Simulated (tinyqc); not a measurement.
Inside a calculation. Method: LDA (VWN5) atom on a uniform radial grid, spin-unpolarised, for Li. Computed by tinyqc, a small Python program that keeps every step. Settings: Z = 3, points = 192, R = 10.5, functional = lda,vwn, mixing = 0.2, iteration cap = 58. Command: `OMP_NUM_THREADS=1 python tinyqc.py 20732 20733 out.jsonl` (the two numbers bound the seeds that draw the settings). One thread of a shared host (Intel(R) Xeon(R) Processor @ 2.60GHz), about 0.8 s of CPU time with the checks.

Spherical atom on a uniform radial grid r_j = j h with h = R/(N + 1), h sum u^2 = 1 and integrals as h times sums, u(0) = u(R) = 0 (atomic units):
```
parameter            value
Z                        3
points N               192
R                10.500000
h                 0.054404
mixing            0.200000
electrons in 1s          2
electrons in 2s          1
```

Three-point differences turn -u''/2 + [l(l+1)/2r^2 - Z/r + V] u = e u into a tridiagonal matrix (diagonal 1/h^2 + potential, off-diagonal -1/2h^2). D = sum f u^2; the Hartree potential y/r solves y'' = -D/r with y(0) = 0, y(R) = N_e; v_xc comes from rho = D/(4 pi r^2); E = sum f e - int D V + int D (V_H/2 + eps_xc); V(new) = V + mixing (V_H + v_xc - V).

Stop when input and output potentials agree to 1e-7.

Course of the cycle (hartree):
```
iteration            E      e(1s)      e(2s)  largest |V(out) - V(in)|
1          -6.86276915  -4.470425  -1.123133                  4.25e+00
2          -7.01151296  -3.833427  -0.855810                  3.23e+00
3          -7.10948721  -3.348599  -0.660282                  2.44e+00
4          -7.17294385  -2.980285  -0.516843                  1.84e+00
5          -7.21343021  -2.701027  -0.411266                  1.38e+00
6          -7.23891218  -2.489716  -0.333277                  1.03e+00
7          -7.25475447  -2.330145  -0.275453                  7.65e-01
8          -7.26449868  -2.209884  -0.232419                  5.68e-01
9          -7.27044033  -2.119424  -0.200272                  4.22e-01
10         -7.27404054  -2.051503  -0.176176                  3.12e-01
11         -7.27621342  -2.000593  -0.158057                  2.30e-01
...                ...        ...        ...                       ...
48         -7.27951979  -1.853390  -0.101940                  3.06e-05
49         -7.27951979  -1.853394  -0.101941                  2.53e-05
50         -7.27951979  -1.853397  -0.101941                  2.08e-05
51         -7.27951979  -1.853399  -0.101942                  1.72e-05
52         -7.27951979  -1.853402  -0.101942                  1.41e-05
53         -7.27951979  -1.853403  -0.101942                  1.16e-05
54         -7.27951979  -1.853405  -0.101943                  9.53e-06
55         -7.27951979  -1.853406  -0.101943                  7.81e-06
56         -7.27951979  -1.853407  -0.101943                  6.40e-06
57         -7.27951979  -1.853408  -0.101943                  5.24e-06
58         -7.27951979  -1.853409  -0.101944                  4.28e-06
```

Can the last value be used, and what does the course show?

Not by the stop rule, although the second column moves by less than 1e-07 over the last three steps; and the uniform grid itself carries an error of order h^2 at the cusp, far above the threshold. Not converged within 58 iterations: the residual falls steadily but slowly, by a factor of about 0.82 a step. Reruns (cap 100 unless said): mixing 0.3: converged in 49; mixing 0.6: converged in 20; the original settings with a cap of 400: converged in 77. Even converged, this uniform grid resolves the cusp poorly and misses the energy of the atom.
